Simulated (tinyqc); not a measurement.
Which substrate gives the strongest standing wave: standing waves and exposure in a photoresist film.

Inputs chosen for the exercise: lam = 248 nm (vacuum wavelength); n1 = 1.795 (resist index); A = 0.03 1/micrometre (bleachable absorption (Dill A)); B = 0.83 1/micrometre (fixed absorption (Dill B)).

r12 = (N1 - Ns)/(N1 + Ns) with N1 = n1 + i (A + B) lam/(4 pi), lam in micrometres, and Ns = ns + i ks chosen for the exercise, each substrate thick; contrast 2|r|/(1 + |r|^2); the intensity at the interface relative to the forward wave is |1 + r12|^2.

Results:

| case | ns | ks | \|r12\|^2 | contrast | phase (degrees) | \|1 + r12\|^2 |
|---|---|---|---|---|---|---|
| near Cu | 1.480 | 1.761 | 0.2262 | 0.776 | -108.3 | 0.928 |
| near polySi | 1.717 | 2.828 | 0.3871 | 0.897 | -127.4 | 0.631 |
| near Si3N4 | 2.288 | 0.005 | 0.0146 | 0.238 | 178.3 | 0.773 |
| near Si | 1.556 | 3.611 | 0.5319 | 0.952 | -133.5 | 0.528 |
| near Al | 0.188 | 2.883 | 0.8748 | 0.998 | -116.4 | 1.044 |

What does the comparison show?

The strongest reflector is the case near Al (0.875) and the weakest near Si3N4 (0.0146). The intensity at the interface depends on the phase too: it is lowest for the case near Si (0.528, phase -133 degrees) and highest for near Al (1.044); a strong reflector with a phase of 180 degrees would put a node there.

Program tinyqc; command `OMP_NUM_THREADS=1 python tinyqc.py 1651994 1651995 out.jsonl`; about 0.01 s on one thread of a shared Intel(R) Xeon(R) Processor @ 2.30GHz.
